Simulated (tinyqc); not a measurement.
From results back to parameters: phonon-assisted absorption at an indirect gap. Three cases, with inputs chosen for the exercise.

Problem. A slab transmits Tr = (1 - R)^2 x/(1 - R^2 x^2) with x = exp(-alpha d) and R = ((nr - 1)/(nr + 1))^2.

Case 1.

Values chosen (out of a larger set: loosely those of AlAs at room temperature; Eg is not tied to T; not measured data): nr = 3.12 (refractive index); d = 100 micrometre (thickness).

Tr = 0.580571

Case 2.

Values chosen (out of a larger set: loosely those of SiC at room temperature; Eg is not tied to T; not measured data): nr = 2.78 (refractive index); d = 1.7 micrometre (thickness).

Tr = 0.527946

Case 3.

Values chosen (out of a larger set: loosely those of Si at room temperature; Eg is not tied to T; not measured data): nr = 3.54 (refractive index); d = 1.4 micrometre (thickness).

Tr = 0.496778

Find: x; alpha.

Solution. Tr R^2 x^2 + (1 - R)^2 x - Tr = 0; take the positive root, then alpha = -ln(x)/d.

Case 1.

x = 0.9989
alpha = 0.110 1/cm

Case 2.

x = 0.8413
alpha = 1.02e+03 1/cm

Case 3.

x = 0.9580
alpha = 307 1/cm

Computed by tinyqc, one run a case: `OMP_NUM_THREADS=1 python tinyqc.py N N+1 out.jsonl` with N = 1680670, 1680727, 1680746; one thread of a shared Intel(R) Xeon(R) Processor @ 2.30GHz, about 0.01 s a run at most.
